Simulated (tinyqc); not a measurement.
Where a level does most harm: Shockley-Read-Hall recombination through one deep level.

One level at Et with degeneracy 1: tn = 1/(sn vth Nt), tp = 1/(sp_ vth Nt), n1 = Nc exp((Et - Eg)/kT), p1 = Nv exp(-Et/kT), ni^2 = n1 p1. Equilibrium p0 = Nm, n0 = ni^2/Nm; n = n0 + dn, p = p0 + dn. U = (n p - ni^2)/(tp (n + n1) + tn (p + p1)), lifetime dn/U; emission rates en = sn vth n1, ep = sp_ vth p1.

Constants: kB = 8.617333262e-05 eV/K.

Inputs chosen for the exercise (gap and densities of states near those of Si at this temperature; the results hold for these values, not for the real material): Eg = 1.109 eV (gap); Nc = 3.52e+19 1/cm^3 (conduction-band density of states); Nv = 1.48e+19 1/cm^3 (valence-band density of states); T = 350 K; Nt = 5e+13 1/cm^3 (defects); sn = 1.3e-14 cm^2 (electron capture cross-section); sp_ = 1.7e-15 cm^2 (hole capture cross-section); vth = 13000000 cm/s (thermal velocity, both carriers); Nm = 2.3e+15 1/cm^3 (equilibrium holes for the lifetime steps).

Et takes the values listed; G = Nt en ep/(en + ep) in a depleted region; the lifetime is for dn = 1e11 1/cm^3.

Results:

| Et (eV) | lifetime (microsecond) | G (1/(cm^3 s)) |
|---|---|---|
| 0.067 | 82.7 | 2.95e+11 |
| 0.155 | 4.58 | 5.45e+12 |
| 0.244 | 0.352 | 1.04e+14 |
| 0.333 | 0.131 | 1.99e+15 |
| 0.421 | 0.119 | 3.68e+16 |
| 0.510 | 0.118 | 3.61e+17 |
| 0.599 | 0.119 | 3.87e+16 |
| 0.688 | 0.130 | 2.03e+15 |
| 0.776 | 0.340 | 1.10e+14 |
| 0.865 | 4.36 | 5.73e+12 |
| 0.954 | 81.3 | 3.00e+11 |
| 1.042 | 1.50e+03 | 1.62e+10 |

What does the comparison show?

Generation peaks where en = ep, at Eg/2 + (kT/2) ln(sp_ Nv/(sn Nc)) = 0.511 eV; the largest value listed is at 0.510 eV, and G falls by a decade for each 0.069 eV away from the peak. The lifetime is within a factor 2 of its minimum, 0.118 microsecond, from 0.333 to 0.688 eV: recombination tolerates a wide range of Et, generation a narrow one.

Computed by tinyqc, a small Python program: `OMP_NUM_THREADS=1 python tinyqc.py 1652793 1652794 out.jsonl` (the numbers bound the seed that draws the inputs); one thread of a shared host (Intel(R) Xeon(R) Processor @ 2.30GHz), about 0.01 s for the whole set of steps.
